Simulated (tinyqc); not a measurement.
Equal gaps, different models: fitting sp3s* parameters to three gaps by Newton steps.

sp3s* tight binding, nearest neighbours only: anion (a) at 0, cation (c) at a/4 (1,1,1), orbitals s, px, py, pz, s* on each; k in units of 2 pi/a. With phases e_j = exp(i (pi/2) k.n_j) for n = (1,1,1), (1,-1,-1), (-1,1,-1), (-1,-1,1): g0 = (e1+e2+e3+e4)/4, g1 = (e1+e2-e3-e4)/4, g2 = (e1-e2+e3-e4)/4, g3 = (e1-e2-e3+e4)/4. The diagonal holds the levels Esa, Epa, Exa (s*) and Esc, Epc, Exc. Anion-cation block: <sa|sc> = Vss g0; <sa|xc> = Vsapc g1; <xa|sc> = -Vscpa g1; <xa|xc> = Vxx g0; <xa|yc> = <ya|xc> = Vxy g3, <xa|zc> = <za|xc> = Vxy g2, <ya|zc> = <za|yc> = Vxy g1; <s*a|xc> = Vxapc g1; <xa|s*c> = -Vpaxc g1; y and z take g2 and g3 in place of g1; s-s* and s*-s* vanish.

Gaps are level 5 at Gamma, X = (1,0,0) and L = (1/2,1/2,1/2) less level 4 at Gamma; no spin-orbit coupling. Free parameters: Esc, Vsapc and Exc. H is linear in them, so by Hellmann-Feynman J_ij = <u|dH/dp_j|u> for level 5 at point i less the same for level 4 at Gamma. Newton: p(new) = p + J^-1 (target - gaps); stop when all misses are below 1e-7 eV.

Constants: hbar^2/2m0 = 3.80998211 eV angstrom^2.

Inputs chosen for the exercise (out of a larger set: near a published set for GaAs, fitted to gaps, whose masses and valley positions are rough; not measured data):

| symbol | value | unit | meaning |
|---|---|---|---|
| p | (-8.333, 1.042, -2.668, 3.671, 8.585, 6.723, -6.468, 1.956, 5.089, 4.468, 5.806, 4.825, 4.804) | eV | start, order Esa, Epa, Esc, Epc, Exa, Exc, Vss, Vxx, Vxy, Vsapc, Vscpa, Vxapc, Vpaxc |
| tg | (1.753, 2.149, 1.887) | eV | target gaps at Gamma, X, L |
| a | 5.648 | angstrom | lattice constant |

The same three targets are met with other triples of free parameters (those for which Newton converges within 3 eV of the start). Not fitted: level 5 at K = (3/4,3/4,0) above Ev, the spacing of levels 6 and 5 at X, the depth of level 2 at X below Ev, the valence width at Gamma, and the mass c q^2/(E(q) - E(0)) of level 5 along [100], q = 0.002 (2 pi/a), c = hbar^2/2m0.

Unfitted results:

| free parameters | largest change (eV) | K (eV) | X spacing (eV) | level 2 at X (eV) | valence width (eV) | mass (m0) |
|---|---|---|---|---|---|---|
| start | 0.000 | 1.992 | 0.348 | 7.522 | 12.561 | 0.1196 |
| Vss, Vxapc, Vpaxc | 0.971 | 2.142 | 0.865 | 7.294 | 12.754 | 0.1389 |
| Esc, Vxapc, Vpaxc | 0.455 | 2.135 | 0.625 | 7.252 | 12.481 | 0.1367 |
| Vss, Vsapc, Vpaxc | 0.581 | 2.135 | 0.609 | 7.378 | 12.754 | 0.1354 |
| Esa, Vxapc, Vscpa | 0.623 | 2.124 | 0.408 | 7.772 | 12.131 | 0.1280 |
| Vss, Exa, Exc | 2.818 | 2.143 | 1.031 | 7.417 | 12.754 | 0.1389 |
| Esc, Vsapc, Exc | 0.273 | 2.125 | 0.422 | 7.360 | 12.481 | 0.1333 |

All fitted rows have the same three gaps, yet they spread by 19 meV at K, 622 meV in the X spacing, 521 meV in level 2 at X, 623 meV in the valence width and 8.1 % in the mass. The smallest change of parameters, 0.273 eV, is that of Esc, Vsapc, Exc. A fit fixes what it was given and leaves the rest to the choice of free parameters.

Computed by tinyqc, a small Python program: `OMP_NUM_THREADS=1 python tinyqc.py 1482710 1482711 out.jsonl` (the numbers bound the seed that draws the inputs); one thread of a shared host (Intel(R) Xeon(R) Processor @ 2.30GHz), about 0.2 s for the whole set of steps.
